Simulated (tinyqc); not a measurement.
Inside a calculation. Method: tight binding, kagome lattice. Computed by tinyqc, a small Python program that keeps every step. Settings: t1 = 0.61, t2 = 0.4, delta = -0.18, bands filled = 2. Command: `OMP_NUM_THREADS=1 python tinyqc.py 25029 25030 out.jsonl` (the two numbers bound the seeds that draw the settings). One thread of a shared host (Intel(R) Xeon(R) Processor @ 2.60GHz), about 0.01 s of CPU time with the checks.

## Bloch Hamiltonian at k

Parameters chosen for this model:
```
parameter      value                unit
t1          0.610000    eV, up triangles
t2          0.400000  eV, down triangles
delta      -0.180000        eV on site C
```

k point k (fractions of the reciprocal vectors): 0.450000  -0.270000

H_AB = -t1 - t2 exp(-i k.a1), H_AC = -t1 - t2 exp(-i k.a2), H_BC = -t1 - t2 exp(i k.(a1 - a2)), H_CC = delta.

H(k) at k (eV), lower triangle (Hermitian):
```
                     A                    B          C
A             0.000000
B  -0.229577-0.123607i             0.000000
C  -0.559867+0.396846i  -0.535047-0.392915i  -0.180000
```

## Levels at k

Diagonalise the Hermitian matrix.

eigenvalues (eV): -1.058216  -0.053897  0.932113

weights |c|^2 of the basis functions:
```
     band 1    band 2    band 3
A  0.244473  0.451852  0.303675
B  0.229326  0.482429  0.288246
C  0.526201  0.065719  0.408080
```

## Bloch Hamiltonian at K

k point K (fractions of the reciprocal vectors): 0.333333  0.666667

As before.

H(k) at K (eV), lower triangle (Hermitian):
```
                     A                    B          C
A             0.000000
B  -0.410000-0.346410i             0.000000
C  -0.410000+0.346410i  -0.410000-0.346410i  -0.180000
```

## Levels at K

As before.

eigenvalues (eV): -0.887994  -0.246768  0.954763

weights |c|^2 of the basis functions:
```
     band 1    band 2    band 3
A  0.288243  0.352551  0.359206
B  0.288243  0.352551  0.359206
C  0.423514  0.294899  0.281588
```

## Bands along a path

The same steps at evenly spaced points between the labelled ones.

Bands along the path (eV):
```
k             band 1     band 2    band 3
G          -2.082422   0.892422  1.010000
G-K 0.20   -1.998248   0.821651  0.996597
G-K 0.40   -1.761607   0.596997  0.984610
G-K 0.60   -1.419746   0.263195  0.976550
G-K 0.80   -1.059700  -0.087590  0.967291
K          -0.887994  -0.246768  0.954763
K-M 0.20   -0.940695  -0.186487  0.947182
K-M 0.40   -1.028118  -0.091073  0.939191
K-M 0.60   -1.107560  -0.004172  0.931732
K-M 0.80   -1.160353   0.054108  0.926245
M          -1.178688   0.074489  0.924200
M-K' 0.20  -1.160353   0.054108  0.926245
M-K' 0.40  -1.107560  -0.004172  0.931732
M-K' 0.60  -1.028118  -0.091073  0.939191
M-K' 0.80  -0.940695  -0.186487  0.947182
K'         -0.887994  -0.246768  0.954763
```

With 2 band(s) filled, the highest filled level on these points lies at G and the lowest empty one at M: a gap of 0.0318 eV, indirect.
